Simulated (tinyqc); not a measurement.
Deal-Grove kinetics of thermal oxidation of silicon: one step, computed by the program tinyqc.

Oxidant diffuses through the oxide and reacts at the interface, so that dx/dt = B/(A + 2x) for the oxide thickness x.

Task: Thickness after the oxidation. tau = (x_i^2 + A x_i)/B and x = (A/2) [sqrt(1 + 4 B (t + tau)/A^2) - 1], the root of x^2 + A x = B (t + tau). Silicon consumed is 0.44 times the oxide grown; the rate is B/(A + 2x).

Inputs (values chosen for the exercise, close to those used for silicon): temperature T = 1050 C; initial oxide x_i = 0.025 um; time t = 0.11 h.

Ambient: dry oxygen. Surface: (111).

length A = 0.1270060 um

parabolic constant B = 0.01943657 um^2/h

Give: tau; oxide thickness x; silicon consumed; final growth rate.

Result:

tau = 0.1955 h

oxide thickness x = 0.03635 um

silicon consumed = 0.004994 um

final growth rate = 0.09733 um/h

2x/A = 0.572: reaction and diffusion both resist, diffusion with a share 2x/(A + 2x) = 0.36.
